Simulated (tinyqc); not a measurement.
Substrate current against gate voltage: lateral field, substrate current, probability of reaching the oxide barrier and hot-carrier lifetime of a silicon transistor (pseudo-two-dimensional and lucky-electron models). Computed by tinyqc, a small Python program. Command: `OMP_NUM_THREADS=1 python tinyqc.py 3002777 3002778 out.jsonl hotcar walk`. One thread of a shared host (Intel(R) Xeon(R) Processor @ 2.30GHz), about 0.01 s of CPU time with the checks.

Local-field models: a lucky carrier gains its energy at the peak field over a path free of collisions. Voltages are magnitudes.

Inputs (values chosen for the exercise, modelled on a silicon n-channel):
```
quantity                                value                      unit
channel length L                          280                        nm
oxide thickness t                         4.7                        nm
junction depth x_j                         69                        nm
mobility mu                               290                cm^2/(V s)
saturation velocity v_s                   0.9                  1e7 cm/s
threshold voltage V_T                    0.75                         V
drain voltage V_D                         3.4                         V
ionisation prefactor A_i              1.9e+06                      1/cm
ionisation field B_i                     1.69                     MV/cm
hot-carrier mean free path lambda         8.3                        nm
oxide barrier phi_b                       3.1                        eV
interface-trap threshold phi_it           3.7                        eV
lifetime constant H                        60  s microampere/micrometre
length of the depleted extension L_n       36                        nm
```

Drain: lightly doped extension.

Constants: eps_0 = 8.8541878128e-12 F/m.

Method:
- C_ox = 3.9 eps_0/t; F_sat = 2 v_s/mu; V_Dsat = V_ov F_sat L/(V_ov + F_sat L), V_ov = V_G - V_T; I_D/W = C_ox v_s (V_ov - V_Dsat).
- Scale length l = 0.22 t^(1/3) x_j^(1/2) (all in cm); F_m = sqrt(((V_D - V_Dsat)/l_e)^2 + F_sat^2), with l_e = l + L_n; length of the velocity-saturated region l_e ln((V_D - V_Dsat)/(l_e F_sat) + F_m/F_sat).
- Substrate current I_sub/I_D = (A_i/B_i)(V_D - V_Dsat) exp(-B_i/F_m); probability of reaching the oxide barrier exp(-phi_b/(e lambda F_m)); lifetime tau = (H/(I_D/W)) exp(phi_it/(e lambda F_m)).

At the given drain voltage:
```
V_G (V)  V_Dsat (V)  I_D/W (microampere/micrometre)  F_m (kV/cm)  I_sub/W (microampere/micrometre)     tau (s)
0.9          0.1381                             7.9       407.80                            0.4582  4.2564e+05
1.0          0.2186                            20.8       397.97                            1.0644  2.1133e+05
1.3          0.4178                            87.4       373.68                            3.1835  1.0410e+05
1.6          0.5708                           184.6       355.05                            5.0299  9.2203e+04
1.9          0.6921                           302.8       340.31                            6.4257  9.6829e+04
2.4          0.8464                           531.4       321.57                            7.9618  1.1836e+05
2.8          0.9406                           733.6       310.17                            8.7266  1.4273e+05
3.3          1.0335                          1002.7       298.92                            9.3496  1.7933e+05
3.7          1.0936                          1227.5       291.66                            9.6901  2.1234e+05
```

What follows from these numbers?

I_sub rises over the whole table: the growing drain current outweighs the fall of F_m. The shortest lifetime among the rows lies at V_G = 1.6 V, below that of the largest I_sub, since tau depends more steeply on the field.

Extremes, crossings and ranges named in words are read from the listed rows.
